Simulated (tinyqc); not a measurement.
Plane-wave Kohn-Sham cycle with exchange-only LDA in a layered model solid, step by step. One step of it, computed by the program tinyqc.

Task: Iteration 1: Hamiltonian at one k. H(m,m') = (k + G_m)^2/2 delta + V(G_m - G_m'), with V(-G) = V(G).

A solid whose potential varies along x alone (atomic units):
```
parameter                      value
period a                    4.600000
cross-section of the cell  17.000000
electrons per cell                 2
grid points                       16
plane waves -n..n, n               3
k points                           4
V1 in V1 cos(2 pi x/a)     -0.240000
```

V(G_m), m = 0, 1, 2, ... (hartree): -0.290134  -0.120000  0.000000  0.000000  0.000000  0.000000  0.000000

k = 0.125000 2 pi / a

Give: H.

Result:

H (hartree), lower triangle:
```
         -3       -2       -1       +0       +1       +2      +3
-3   7.4205
-2  -0.1200   2.9894
-1   0.0000  -0.1200   0.4241
+0   0.0000   0.0000  -0.1200  -0.2756
+1   0.0000   0.0000   0.0000  -0.1200   0.8905
+2   0.0000   0.0000   0.0000   0.0000  -0.1200   3.9223
+3   0.0000   0.0000   0.0000   0.0000   0.0000  -0.1200  8.8198
```
